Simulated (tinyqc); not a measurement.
Voltage acceleration of oxide breakdown, four models on the same data: effect of the use temperature.

Field E = V/tox in MV/cm. Models: ln(t63/1 s) = a - c X with X = E (E model), -1/E (1/E model), ln V (power law, c the exponent n) or sqrt(E).

With a and c fitted to the stress data, the voltage for ten years solves a - c X + ln(temperature factor times ks) = ln 3.15576e8; temperature factor exp[(Ea q/kB)(1/Tu - 1/Ts)].

Inputs (values chosen for the exercise):
- tox = 6.8 nm (oxide thickness)
- Ts = 398 K (stress temperature)
- Ea = 0.64 eV (activation energy)
- ks = 2.3e-6 (factor for area and percentile)

Constants: q = 1.602176634e-19 C, kB = 1.380649e-23 J/K. Results are converted to the units shown.

| model | c | a |
|---|---|---|
| E | 3.36975 | 46.7850 |
| 1/E | 431.009 | -30.0535 |
| power | 38.3377 | 86.5752 |
| sqrt E | 22.7663 | 85.0838 |

Effect of the use temperature:

| Tu (K) | temperature factor | V for ten years, E (V) | V for ten years, 1/E (V) | V for ten years, power (V) | V for ten years, sqrt E (V) |
|---|---|---|---|---|---|
| 273 | 5137 | 4.596 | 5.421 | 5.114 | 4.894 |
| 298 | 524.2 | 4.136 | 5.202 | 4.819 | 4.535 |
| 328 | 53.65 | 3.676 | 4.999 | 4.540 | 4.190 |
| 358 | 8.044 | 3.293 | 4.843 | 4.321 | 3.914 |
| 378 | 2.684 | 3.071 | 4.756 | 4.199 | 3.758 |
| 398 | 1.000 | 2.872 | 4.681 | 4.092 | 3.620 |
| 423 | 0.3319 | 2.650 | 4.600 | 3.976 | 3.470 |

The temperature factor falls from 5140 to 0.332, and the allowed voltage by 42.4 % in the E model and 15.1 % in the 1/E model: the steeper a model is near use conditions, the less voltage a given factor in time costs.

Range of the model: All four laws are empirical fits; none is established far below the stress range.

Numbers from tinyqc (`OMP_NUM_THREADS=1 python tinyqc.py 2070032 2070033 out.jsonl`; about 0.01 s on one thread of a shared Intel Xeon 2.30GHz).
